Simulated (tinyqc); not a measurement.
Worked calculation: power iteration on a symmetric matrix. Computed by tinyqc, a small Python program that keeps every step. Settings: method = power, shift = -0.36. Command: `OMP_NUM_THREADS=1 python tinyqc.py 28522 28523 out.jsonl` (the two numbers bound the seeds that draw the settings). One thread of a shared host (Intel(R) Xeon(R) Processor @ 2.60GHz), about 0.01 s of CPU time with the checks.

## Step 1

A, lower triangle:
```
          1          2         3
1  0.692000
2  0.203000   1.022000
3  0.222000  -0.238000  1.459000
```

vector v at the start: 0.577350  0.577350  0.577350

shift = -0.360000

w = (A - shift) v; v' = w/|w| with its largest component positive (the first on a tie); lambda = v'^T A v'.

vector after step 1: 0.548667  0.500376  0.669768

Rayleigh quotient after step 1 = 1.233791

## Step 2

As before.

vector after step 2: 0.514193  0.399873  0.758754

Rayleigh quotient after step 2 = 1.298616

## Course of the iteration

Stop when the residual |A v - lambda v| is below 1e-9.

Steps:
```
step      lambda  residual
1     1.23379107  2.22e-01
2     1.29861646  2.42e-01
3     1.36937349  2.43e-01
4     1.43508267  2.25e-01
5     1.48749489  1.94e-01
6     1.52444835  1.58e-01
7     1.54829326  1.25e-01
8     1.56281141  9.65e-02
9     1.57134030  7.35e-02
10    1.57624578  5.55e-02
11    1.57903291  4.17e-02
12    1.58060547  3.13e-02
13    1.58148926  2.35e-02
14    1.58198485  1.76e-02
15    1.58226242  1.31e-02
16    1.58241777  9.83e-03
17    1.58250468  7.35e-03
18    1.58255329  5.50e-03
19    1.58258048  4.11e-03
20    1.58259568  3.07e-03
21    1.58260418  2.30e-03
22    1.58260894  1.72e-03
23    1.58261160  1.29e-03
24    1.58261308  9.61e-04
25    1.58261392  7.19e-04
26    1.58261438  5.38e-04
27    1.58261464  4.02e-04
28    1.58261479  3.01e-04
29    1.58261487  2.25e-04
30    1.58261491  1.68e-04
```

all eigenvalues, for comparison: 0.497728  1.092657  1.582615

Not converged in 30 steps: the residual falls only by the ratio of the two largest distances of eigenvalues from the shift, 0.75 a step.
